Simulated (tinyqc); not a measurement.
Thermionic-field emission through a Schottky barrier, WKB: contact resistivity against barrier height.

Metal on an n-type semiconductor with one parabolic valley; V > 0 is forward bias (metal positive). Energies E are counted from the conduction edge of the neutral semiconductor, whose Fermi level lies at -xi; that of the metal lies at -xi - V. The barrier is a parabola of height Vd = phi - xi - V (depletion approximation, no image force).

Nc = 2 (2 pi me m0 kB T/h^2)^1.5 (times 1e-6 for cm^-3); Nd = Nc F12(-xi/Vt), F12(x) = (2/sqrt(pi)) int_0^infinity sqrt(u)/(1 + exp(u - x)) du; E00 = (hbar/2) sqrt(Nd/(me m0 eps0 eps_r)) in SI units (volts). For E < Vd, ln T(E) = -(Vd/E00) [sqrt(1 - y) - y ln((1 + sqrt(1 - y))/sqrt(y))], y = E/Vd; T(E) = 1 above. J = A* T (q/kB) int_0^infinity T(E) N(E) dE, N = ln[(1 + exp((-xi - E)/Vt))/(1 + exp((-xi - V - E)/Vt))], A* = 4 pi q me m0 kB^2/h^3 (times 1e-4 for A/(cm^2 K^2)). The integral is converged to the digits shown; the share over the barrier is that of E > Vd, and 0 means below 1e-6 %. The contact resistivity is rho_c = 1/(dJ/dV) at V = 0, where N becomes V f/Vt with f = 1/(1 + exp((E + xi)/Vt)).

Parameters, values chosen for the exercise; band and dielectric values close to those of indium phosphide:
- T = 200 K (temperature)
- me = 0.0807 m0 (electron mass)
- eps_r = 12.5 (relative permittivity)
- Nd = 3.3e17 cm^-3 (donor density)

Constants: q = 1.602176634e-19 C, kB = 1.380649e-23 J/K, eps0 = 8.8541878128e-12 F/m, hbar = 1.054571817e-34 J s, h = 6.62607015e-34 J s, m0 = 9.1093837015e-31 kg, Vt = kB T/q. Results are converted to the units shown.

Result of one run:
```
phi (eV)  rho_c (ohm cm^2)  thermionic Vt exp(phi/Vt)/(A* T^2) (ohm cm^2)
0.56               1.585e4                                        5.742e6
```

What becomes of these results when the barrier height seen from the metal phi is changed from 0.56 to 1.1 eV, all else the same?

Result of the changed run:
```
phi (eV)  rho_c (ohm cm^2)  thermionic Vt exp(phi/Vt)/(A* T^2) (ohm cm^2)
1.1               1.457e16                                       2.325e20
```

The whole series:
```
phi (eV)  rho_c (ohm cm^2)  thermionic Vt exp(phi/Vt)/(A* T^2) (ohm cm^2)
0.15              1.997e-5                                       2.676e-4
0.29               0.01952                                         0.9023
0.42                 13.30                                           1703
0.56               1.585e4                                        5.742e6
0.69               1.174e7                                       1.084e10
0.83              1.476e10                                       3.654e13
0.96              1.130e13                                       6.896e16
1.1               1.457e16                                       2.325e20
```

rho_c rises from 2.00e-5 to 1.46e16 ohm cm^2; between the last two rows it grows by a factor e every 19.5 meV, against E00 coth(E00/Vt) = 19.4 meV and Vt = 17.2 meV for pure emission.

Range of the model: The depletion approximation, a parabolic band and the neglect of image-force lowering make these currents estimates at high doping.

Computed by the program tinyqc: `OMP_NUM_THREADS=1 python tinyqc.py 2640098 2640099 out.jsonl`, one thread of a shared Intel Xeon 2.30GHz, about 0.01 s for the whole run.
